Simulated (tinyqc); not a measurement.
Polycrystalline film, grain-boundary barriers (Seto model): one step of the calculation.

One-dimensional grains of size Lg with donors N; each boundary has Qt acceptor-like traps per area at one level Et below the band edge. Trapped electrons qt deplete a width w = qt/N (both sides together) and raise a barrier Vb = q N w^2/(8 eps0 eps_r). Current crosses the barriers by thermionic emission at small bias. Abrupt depletion, full ionisation, Boltzmann statistics.

Problem. Barrier, resistivity and effective mobility. Partly depleted grains: the density at the grain centre is n0 = N and qt = Qt/(1 + 2 (Nc/N) exp((Vb - Et)/Vt)). If that gives qt >= N Lg, the grains are fully depleted: qt = N Lg, w = Lg and n0 = 2 Nc exp((Vb - Et)/Vt)/(Qt/(N Lg) - 1). Resistivity: barriers rb = Vt exp(Vb/Vt)/(q n0 vc Lg), grain interior rg = (1 - w/Lg)/(q mg N); effective mobility 1/(q N (rb + rg)).

Inputs (values chosen for the exercise); values close to those of polycrystalline silicon:
```
symbol,value,unit,meaning
T,300,K,temperature
eps_r,11.7,,relative permittivity of the semiconductor
Lg,200,nm,grain size
Qt,1.9e12,cm^-2,trap density at a boundary
N,7.4e17,cm^-3,donor density
mg,110,cm^2/(V s),mobility inside a grain
vc,5.4e6,cm/s,collection velocity at the barrier
Nc,2.8e19,cm^-3,conduction-band density of states at T
Et,0.42,eV,trap level below the band edge
```

Constants: q = 1.602176634e-19 C, kB = 1.380649e-23 J/K, Vt = kB T/q, eps0 = 8.8541878128e-14 F/cm where lengths are in cm. Results are converted to the units shown.

Find: qt; w; Vb; n0; rb; rg; effective mobility.

Solution.

qt = 1.900e12 cm^-2
w = 25.67 nm
Vb = 0.09426 V
n0 = 7.400e17 cm^-3
rb = 0.07739 ohm cm
rg = 0.06684 ohm cm
effective mobility = 58.48 cm^2/(V s)

The grains are partly depleted, 100 % of the traps are filled and the barriers give 53.7 % of the resistivity.

tinyqc, about 0.01 s, one thread, Intel Xeon 2.30GHz (shared host): `OMP_NUM_THREADS=1 python tinyqc.py 2610033 2610034 out.jsonl`
